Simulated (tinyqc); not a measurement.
# Off-state leakage of single and stacked transistors: effects of single changes

n-channel devices of unit width. Subthreshold current I(Vg, Vs, Vd) = I0 (T/300 K)^0.5 exp[(Vg - Vs - VT(T) - gb (Vs - Vb) + dd (Vd - Vs))/(nf Vt)] (1 - exp(-(Vd - Vs)/Vt)), VT(T) = VT - cT (T - 300 K). Gate-edge tunnelling Ig (Vd/1 V) exp(ag (Vd - 1 V)), for a gate at 0 V, and band-to-band leakage Ab u exp(-Bb/u), u = Vd - Vb + 1 V, flow at a drain held at V; both are taken as independent of T. In a stack of off transistors (all gates at 0 V) the same subthreshold current passes through each.

Values chosen for this exercise; values of the order met in bulk silicon logic transistors:
- T = 300 K (temperature)
- V = 0.9 V (supply voltage)
- VT = 0.27 V (threshold at 300 K, zero drain and body bias)
- cT = 0.6 mV/K (fall of the threshold with temperature)
- I0 = 0.48 uA/um (current at threshold at 300 K)
- nf = 1.49 (slope factor)
- dd = 0.05 (drain-induced lowering per volt)
- gb = 0.17 (rise of the threshold per volt of source-body bias)
- Ig = 1e-5 uA/um (gate-edge tunnelling current at 1 V)
- ag = 3.9 1/V (exponential slope of the gate current)
- Ab = 80 uA/(um V) (prefactor of band-to-band leakage at the drain)
- Bb = 25 V (its exponential voltage)
- Vb = 0 V (body voltage)

Constants: q = 1.602176634e-19 C, kB = 1.380649e-23 J/K, Vt = kB T/q. Results are converted to the units shown.

Each table varies one quantity; the others keep the values above.

## Subthreshold current against the height of the stack

All n gates at 0 V, bottom source at 0 V, top drain at V; node voltages follow from equal currents.

Subthreshold current against the height of the stack:
columns A: n; B: I (nA/um); C: reduction factor; D: drain voltage of the bottom device (mV); E: source voltage of the top device (mV); F: voltage across the top device (V)
```
A        B      C      D      E       F
1    1.395  1.000  900.0      0  0.9000
2   0.3680  3.790  42.07  42.07  0.8579
3   0.2163  6.447  17.30  58.84  0.8412
4   0.1539  9.060  11.13  69.58  0.8304
5   0.1197  11.65  8.246  77.53  0.8225
6  0.09800  14.23  6.559  83.84  0.8162
```

What does the table show?

The second transistor cuts the current by a factor of 3.79, the third by a further 1.70 and the sixth by 1.22. The top device keeps 90.7 % of the supply at n = 6, while the drain voltage of the bottom one falls to 0.254 Vt.

## Leakage components against the threshold

Same model as above.

One transistor with Vg = Vs = 0, Vd = V; stack factor I(one)/I(two in series).

The same in every row: gate edge (nA/um) = 0.006094; band-to-band (nA/um) = 0.2934; stack factor = 3.790.

Results:
```
VT (V)  subthreshold (nA/um)  total (nA/um)  largest part
0.15                   31.43          31.73  subthreshold
0.2                    8.584          8.883  subthreshold
0.25                   2.344          2.643  subthreshold
0.3                   0.6400         0.9395  subthreshold
0.35                  0.1748         0.4743  band-to-band
0.45                 0.01303         0.3125  band-to-band
0.5                 0.003558         0.3030  band-to-band
0.55                9.717e-4         0.3005  band-to-band
0.6                 2.653e-4         0.2997  band-to-band
```

Estimate the missing row, VT = 0.4 V.

Computed row:
```
VT (V)  subthreshold (nA/um)  total (nA/um)  largest part
0.4                  0.04772         0.3472  band-to-band
```

With this row back in the table: As VT goes from 0.15 to 0.6, the total leakage falls from 31.7 to 0.300 nA/um. The subthreshold part leads at VT = 0.15, the band-to-band part from 0.35 on. The reduction by a stack of two stays at 3.79, for the subthreshold part alone. For VT = 0.15 the gate is within about 3 nf Vt of threshold, where the exponential law overstates the current.

Computed by the program tinyqc: `OMP_NUM_THREADS=1 python tinyqc.py 2242184 2242185 out.jsonl`, one thread of a shared Intel Xeon 2.30GHz, about 0.03 s for the whole run.
